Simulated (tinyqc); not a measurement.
Off-state leakage of single and stacked transistors: two steps of the calculation.

n-channel devices of unit width. Subthreshold current I(Vg, Vs, Vd) = I0 (T/300 K)^0.5 exp[(Vg - Vs - VT(T) - gb (Vs - Vb) + dd (Vd - Vs))/(nf Vt)] (1 - exp(-(Vd - Vs)/Vt)), VT(T) = VT - cT (T - 300 K). Gate-edge tunnelling Ig (Vd/1 V) exp(ag (Vd - 1 V)), for a gate at 0 V, and band-to-band leakage Ab u exp(-Bb/u), u = Vd - Vb + 1 V, flow at a drain held at V; both are taken as independent of T. In a stack of off transistors (all gates at 0 V) the same subthreshold current passes through each.

Parameters, values chosen for the exercise; values of the order met in bulk silicon logic transistors:
```
symbol,value,unit,meaning
T,358,K,temperature
V,0.9,V,supply voltage
VT,0.4,V,"threshold at 300 K, zero drain and body bias"
cT,0.6,mV/K,fall of the threshold with temperature
I0,0.21,uA/um,current at threshold at 300 K
nf,1.54,,slope factor
dd,0.17,,drain-induced lowering per volt
gb,0.21,,rise of the threshold per volt of source-body bias
Ig,5e-5,uA/um,gate-edge tunnelling current at 1 V
ag,3.7,1/V,exponential slope of the gate current
Ab,4,uA/(um V),prefactor of band-to-band leakage at the drain
Bb,29,V,its exponential voltage
Vb,-0.3,V,body voltage
```

Constants: q = 1.602176634e-19 C, kB = 1.380649e-23 J/K, Vt = kB T/q. Results are converted to the units shown.

Problem 1. Leakage of one transistor. Vg = Vs = 0, Vd = V; effective threshold VT(T) - gb Vb - dd V.

Wanted: effective threshold; parts; total; shares.

Solution 1.

effective threshold = 0.27520 V
parts (nA/um): subthreshold 0.69971, gate edge 0.031083, band-to-band 0.016584
total = 0.74737 nA/um
shares (%): subthreshold 93.622, gate edge 4.1590, band-to-band 2.2190

The subthreshold part is the largest.

Problem 2. New Vx. Stack of two, Vx the node between them: I_low = I(0, 0, Vx), I_up = I(0, Vx, V), f = ln(I_up/I_low), f' = -(1 + gb + 2 dd)/(nf Vt) - 1/(Vt (exp(Vx/Vt) - 1)) - 1/(Vt (exp((V - Vx)/Vt) - 1)), Vx(new) = Vx - f/f'.

Vx after iteration 1 = 0.099934420 V

Find: I_low; I_up; f; f'; Vx after iteration 2.

Solution 2.

I_low = 0.0384 nA/um
I_up = 0.0384 nA/um
f = 1.99e-5
f' = -33.9 1/V
Vx after iteration 2 = 0.0999 V

Computed by the program tinyqc: `OMP_NUM_THREADS=1 python tinyqc.py 2242036 2242037 out.jsonl`, one thread of a shared Intel Xeon 2.30GHz, about 0.03 s for the whole run.
